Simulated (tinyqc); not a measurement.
Inputs raised by 2 %, one at a time: interdiffusion of a quantum well during annealing: blurred potential and shift of the confined levels. Computed by tinyqc, a small Python program. Command: `OMP_NUM_THREADS=1 python tinyqc.py 3024347 3024348 out.jsonl qwi sens`. One thread of a shared host (Intel(R) Xeon(R) Processor @ 2.30GHz), about 0.07 s of CPU time with the checks.

A square well of width w is blurred by Fick diffusion with a constant coefficient; band offsets are linear in composition, masses are uniform, and strain and excitons are ignored.

Inputs (values chosen for the exercise, modelled on InGaAs in GaAs):
```
quantity                value    unit
well width w               10      nm
electron mass m_e      0.0587     m_0
hole mass m_h            0.35     m_0
conduction offset V_c    0.15      eV
valence offset V_v      0.077      eV
prefactor D0            0.009  cm^2/s
activation energy E      3.35      eV
anneal temperature T      880       C
anneal time t              96       s
```

Constants: k_B = 8.617333262e-05 eV/K; hbar^2/(2 m_0) = 3.80998212 eV angstrom^2.

Method:
- D = D0 exp(-E/(k_B T)); L = sqrt(D t); share of well material at the centre erf(w/(4L)); 1 nm = 1e-7 cm.
- Temperatures in kelvin are T(C) + 273.15.
- Square well, ground state: take the lowest root of k tan(k w/2) = kappa, k^2 = E/c, kappa^2 = (V - E)/c, c = hbar^2/(2m) with hbar^2/(2 m_0) in eV angstrom^2.
- With L = sqrt(D t) and the share at the centre erf(w/(4L)). After the anneal: V(z) = V {1 - (1/2)[erf((w/2 - z)/(2L)) + erf((w/2 + z)/(2L))]}, energies counted from the original well bottom. Finite differences on 3000 points over |z| < w/2 + 6L + 25 nm; shifts are taken against the same grid with cell-averaged square steps.
- Rise of the bottom = V (1 - share at the centre). Overlap = |<electron|hole>|^2.

Runs; columns: (1) input moved; (2) from; (3) to; (4) shift of the electron level (meV); (5) shift of the hole level (meV); (6) electron level before the anneal (meV); (7) share at the centre:
```
(1)                           (2)      (3)    (4)    (5)     (6)  (7)
base run                        -        -  1.290  0.605  31.238    1
well width w (nm)              10     10.2  1.245  0.578  30.403    1
hole mass m_h (m_0)          0.35    0.357  1.290  0.602  31.238    1
conduction offset V_c (eV)   0.15    0.153  1.318  0.605  31.435    1
valence offset V_v (eV)     0.077  0.07854  1.290  0.615  31.238    1
prefactor D0 (cm^2/s)       0.009  0.00918  1.315  0.616  31.238    1
anneal time t (s)              96    97.92  1.315  0.616  31.238    1
```

Exponents ln(y'/y) / ln(x'/x):
```
input                  shift of the electron level  shift of the hole level  electron level before the anneal  share at the centre
well width w                                -1.793                   -2.305                            -1.368                    0
hole mass m_h                                0.000                   -0.251                             0.000                    0
conduction offset V_c                        1.084                    0.000                             0.317                    0
valence offset V_v                           0.000                    0.828                             0.000                    0
prefactor D0                                 0.969                    0.910                             0.000                    0
anneal time t                                0.969                    0.910                             0.000                    0
```

Among the inputs moved here: shift of the electron level answers most in size to well width w (exponent -1.793), next to conduction offset V_c (+1.084); its exponent is below 0.0005 for hole mass m_h, valence offset V_v. Shift of the hole level answers most in size to well width w (exponent -2.305), next to prefactor D0 (+0.910); its exponent is below 0.0005 for conduction offset V_c. Electron level before the anneal answers most in size to well width w (exponent -1.368), next to conduction offset V_c (+0.317); its exponent is below 0.0005 for hole mass m_h, valence offset V_v, prefactor D0, anneal time t. Share at the centre hardly depends on these (all exponents below 0.005).

Caution (all rows): the well mass is used in the barriers too; a heavier barrier mass would lower these levels.
